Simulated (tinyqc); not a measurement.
Semiconductor laser, carrier and photon rate equations: modulation bandwidth against current.

Carrier density N and photon density S in one mode: dN/dt = F1 = eta I/(q V) - (A N + B N^2 + C N^3) - vg g S; dS/dt = F2 = G vg g S + G be B N^2 - S/tp, with g = g0 ln(N/Ntr)/(1 + ec S). Output power P = Fo Eph S V/(G tp). No heating, no carrier transport.

gth = 1/(G vg tp), Nth = Ntr exp(gth/g0), Ith = q V (A Nth + B Nth^2 + C Nth^3)/eta. N and S are the steady state (F1 = F2 = 0, S > 0). Jacobian, with a = g0/(N (1 + ec S)) and d = g/(1 + ec S): J11 = -(A + 2 B N + 3 C N^2) - vg a S, J12 = -vg d, J21 = G vg a S + 2 G be B N, J22 = G vg d - 1/tp. wR^2 = det J, gamma = -trace J, fR = wR/(2 pi); the response wR^2/(wR^2 - w^2 + i gamma w) falls to 1/sqrt(2) at w^2 = x + sqrt(x^2 + wR^4), x = wR^2 - gamma^2/2 (f3dB = w/(2 pi)).

Parameters, values chosen for the exercise:
```
symbol,value,unit,meaning
V,3.9e-12,cm^3,active volume
G,0.11,,confinement factor
vg,7.7e9,cm/s,group velocity
g0,2000,1/cm,gain coefficient
Ntr,1.7e18,cm^-3,transparency density
ec,2.4e-17,cm^3,gain compression
tp,2.2,ps,photon lifetime
A,8.1e7,1/s,defect recombination coefficient
B,9.6e-11,cm^3/s,radiative coefficient
C,2.3e-29,cm^6/s,Auger coefficient
be,0.00035,,share of spontaneous emission into the mode
eta,0.87,,injection efficiency
Fo,0.65,,share of cavity losses that is output
Eph,0.95,eV,photon energy
```

Constants: q = 1.602176634e-19 C. Results are converted to the units shown.

The same in every row: Ith (mA) = 0.6517.

Result of one run:
```
I (mA)  P (mW)  fR (GHz)  gamma (1/ns)  f3dB (GHz)
1.9     0.6688     5.756         8.294       8.860
```

What becomes of these results when the drive current I is changed from 1.9 to 4.1 mA, all else the same?

Result of the changed run:
```
I (mA)  P (mW)  fR (GHz)  gamma (1/ns)  f3dB (GHz)
4.1      1.847     9.460         20.92       14.38
```

The whole series:
```
I (mA)  P (mW)  fR (GHz)  gamma (1/ns)  f3dB (GHz)
0.85    0.1064     2.310         2.311       3.573
1.3     0.3474     4.161         4.798       6.427
1.9     0.6688     5.756         8.294       8.860
2.7      1.097     7.343         12.93       11.25
4.1      1.847     9.460         20.92       14.38
6        2.865     11.67         31.46       17.54
8.9      4.418     14.29         46.90       21.12
13       6.614     17.14         67.48       24.76
20       10.36     20.77         99.58       28.89
```

As I goes from 0.85 to 20 mA, fR rises from 2.31 to 20.8 GHz, gamma rises from 2.31 to 99.6 1/ns and f3dB rises from 3.57 to 28.9 GHz. Against I - Ith, fR goes with exponent 0.50 at the start and 0.43 at the end (1/2 without compression). The slope of gamma against fR^2 between the third and fourth rows, the K factor, is 0.223 ns. For I = 8.9 to 20 mA the current exceeds 12 Ith, where heating, left out here, usually rolls the output over.

Computed by the program tinyqc: `OMP_NUM_THREADS=1 python tinyqc.py 2840101 2840102 out.jsonl`, one thread of a shared Intel Xeon 2.30GHz, about 0.01 s for the whole run.
